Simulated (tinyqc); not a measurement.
Resistance of a source-drain extension with a graded tip: two steps of the calculation.

y runs along the channel, the gate covers y > 0. The doping is N0 for y < y0 and N0 10^(-(y - y0)/la) beyond, uniform over the depth xj. Sheet conductance s(y) = q mu(N) max(N - Nch, 0) xj + (for y > 0) ma Cox Vo, with mu(N) = u0 + (u1 - u0)/(1 + (N/Nr)^au) and Cox = eps0 eox/tox. Current is taken as one-dimensional; depletion of the tip, spreading and the contact are left out. The metallurgical junction lies at yj, where N = Nch.

Parameters, values chosen for the exercise; mobility law close to that of electrons in silicon:
- eox = 8.88 (relative permittivity of the gate insulator (close to aluminium oxide))
- tox = 4.3 nm (insulator thickness)
- N0 = 1.6e20 cm^-3 (active doping of the extension far from the gate)
- la = 4.2 nm/decade (lateral abruptness)
- y0 = 4.5 nm (position under the gate where the fall begins (gate edge at 0))
- xj = 7 nm (depth of the extension)
- Nch = 3.5e17 cm^-3 (channel doping)
- Vo = 0.36 V (gate overdrive)
- ma = 110 cm^2/(V s) (mobility of the gate-induced layer)
- u1 = 1414 cm^2/(V s) (mobility at low doping)
- u0 = 68.5 cm^2/(V s) (mobility at high doping)
- Nr = 9.2e16 cm^-3 (reference doping)
- au = 0.711 (exponent)
- Lg = 50 nm (gate length)

Constants: q = 1.602176634e-19 C, eps0 = 8.8541878128e-14 F/cm where lengths are in cm. Results are converted to the units shown.

Question 1. Sheet resistances and junction position. yj = y0 + la log10(N0/Nch); sheet resistance of the full extension 1/[q mu(N0)(N0 - Nch) xj] and of the gate-induced layer 1/(ma Cox Vo); metallurgical length Lg - 2 yj; ye is where the doped and the gate-induced conductances are equal.

Find: yj; sheet resistance of the extension; sheet resistance of the induced layer; metallurgical length; ye; N at ye.

Answer 1.

yj = 15.67 nm
sheet resistance of the extension = 743.2 ohm/square
sheet resistance of the induced layer = 1.381e4 ohm/square
metallurgical length = 18.66 nm
ye = 10.89 nm
N at ye = 4.814e18 cm^-3

The gate takes over 4.78 nm before the junction, where N is still 13.8 times the channel doping.

Question 2. Resistance of the overlapped part. Midpoint rule on 8 equal steps from 0 to yj: R_ov = sum h/s(y), per width.

Wanted: y; N; doped conductance; sheet resistance; R_ov.

Answer 2.

| point | y (nm) | N (cm^-3) | doped conductance (uS) | sheet resistance (ohm/square) |
|---|---|---|---|---|
| 0 | 0.9795 | 1.600e20 | 1346 | 705.2 |
| 1 | 2.939 | 1.600e20 | 1346 | 705.2 |
| 2 | 4.898 | 1.287e20 | 1097 | 854.8 |
| 3 | 6.857 | 4.396e19 | 415.9 | 2048 |
| 4 | 8.816 | 1.502e19 | 170.3 | 4121 |
| 5 | 10.77 | 5.130e18 | 75.84 | 6746 |
| 6 | 12.73 | 1.753e18 | 33.96 | 9401 |
| 7 | 14.69 | 5.988e17 | 9.753 | 1.217e4 |

R_ov = 72.00 ohm um

Program tinyqc, `OMP_NUM_THREADS=1 python tinyqc.py 2282190 2282191 out.jsonl`; Intel Xeon 2.30GHz, shared host, one thread, about 0.03 s.
